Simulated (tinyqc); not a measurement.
Worked calculation: UHF in the sto-6g basis, for H4, spin multiplicity 3. This run ends on a higher stationary point, not on the lowest solution. One step of it, computed by the program tinyqc.

Task: Iteration 2 (converged): orbitals. Diagonalise F' = X^T F X, C = X C', fill 3 alpha and 1 beta electrons from the bottom; D(s) = C_occ C_occ^T. Each column has its largest component positive (the first on a tie).

F(alpha) (hartree), order 1H 1s, 2H 1s, 3H 1s, 4H 1s:
```
[[-0.357092, -0.370468, -0.083318, -0.006797],
 [-0.370468, -0.357092, -0.006797, -0.083318],
 [-0.083318, -0.006797, -0.357092, -0.370468],
 [-0.006797, -0.083318, -0.370468, -0.357092]]
```

F(beta) (hartree), order 1H 1s, 2H 1s, 3H 1s, 4H 1s:
```
[[0.046129, -0.231061, -0.101962, -0.090901],
 [-0.231061, 0.046129, -0.090901, -0.101962],
 [-0.101962, -0.090901, 0.046129, -0.231061],
 [-0.090901, -0.101962, -0.231061, 0.046129]]
```

X, order 1H 1s, 2H 1s, 3H 1s, 4H 1s:
```
[[0.641869, 0.619671, 0.441658, 0.413732],
 [-0.641869, -0.619671, 0.441658, 0.413732],
 [-0.641869, 0.619671, -0.441658, 0.413732],
 [0.641869, -0.619671, -0.441658, 0.413732]]
```

Give: F' = X^T F X; orbital energies; coefficients C; F' = X^T F X; orbital energies; coefficients C; D(alpha) after iteration 2; D(beta) after iteration 2.

Result:

F' = X^T F X (alpha) (hartree):
```
[[0.1482, 0.0000, 0.0000, 0.0000],
 [0.0000, -0.0970, 0.0000, 0.0000],
 [0.0000, 0.0000, -0.4974, 0.0000],
 [0.0000, 0.0000, 0.0000, -0.5599]]
```

orbital energies (alpha) (hartree): [-0.5599, -0.4974, -0.0970, 0.1482]

coefficients C (alpha), order 1H 1s, 2H 1s, 3H 1s, 4H 1s:
```
[[0.4137, 0.4417, 0.6197, 0.6419],
 [0.4137, 0.4417, -0.6197, -0.6419],
 [0.4137, -0.4417, 0.6197, -0.6419],
 [0.4137, -0.4417, -0.6197, 0.6419]]
```

F' = X^T F X (beta) (hartree):
```
[[0.4750, 0.0000, 0.0000, 0.0000],
 [0.0000, 0.4088, 0.0000, 0.0000],
 [0.0000, 0.0000, 0.0062, 0.0000],
 [0.0000, 0.0000, 0.0000, -0.2587]]
```

orbital energies (beta) (hartree): [-0.2587, 0.0062, 0.4088, 0.4750]

coefficients C (beta), order 1H 1s, 2H 1s, 3H 1s, 4H 1s:
```
[[0.4137, 0.4417, 0.6197, 0.6419],
 [0.4137, 0.4417, -0.6197, -0.6419],
 [0.4137, -0.4417, 0.6197, -0.6419],
 [0.4137, -0.4417, -0.6197, 0.6419]]
```

D(alpha) after iteration 2, order 1H 1s, 2H 1s, 3H 1s, 4H 1s:
```
[[0.7502, -0.0178, 0.3601, -0.4079],
 [-0.0178, 0.7502, -0.4079, 0.3601],
 [0.3601, -0.4079, 0.7502, -0.0178],
 [-0.4079, 0.3601, -0.0178, 0.7502]]
```

D(beta) after iteration 2, order 1H 1s, 2H 1s, 3H 1s, 4H 1s:
```
[[0.1712, 0.1712, 0.1712, 0.1712],
 [0.1712, 0.1712, 0.1712, 0.1712],
 [0.1712, 0.1712, 0.1712, 0.1712],
 [0.1712, 0.1712, 0.1712, 0.1712]]
```
